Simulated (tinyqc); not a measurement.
## The weight eta from points of equal mobility

Inverse problem. If the mobility depends on E = q (Ndep + eta Ns)/(eps0 eps_r) alone, two points of equal mobility on its falling branch have equal E. Find eta and E.

Values chosen for this exercise: relative permittivity of the semiconductor eps_r = 11.8.

Constants: q = 1.602176634e-19 C, eps0 = 8.8541878128e-14 F/cm where lengths are in cm. Results are converted to the units shown.

Ndep at two body biases (cm^-2): 1.5404119e12  2.5070948e12
Ns at which the mobility is the same (cm^-2): 8.2e12  5.3568151e12

Answer. eta is the ratio of the differences of Ndep and Ns.

eta = 0.3400
E = 0.6638 MV/cm

Program tinyqc, `OMP_NUM_THREADS=1 python tinyqc.py 2510058 2510059 out.jsonl`; Intel Xeon 2.30GHz, shared host, one thread, about 0.01 s.
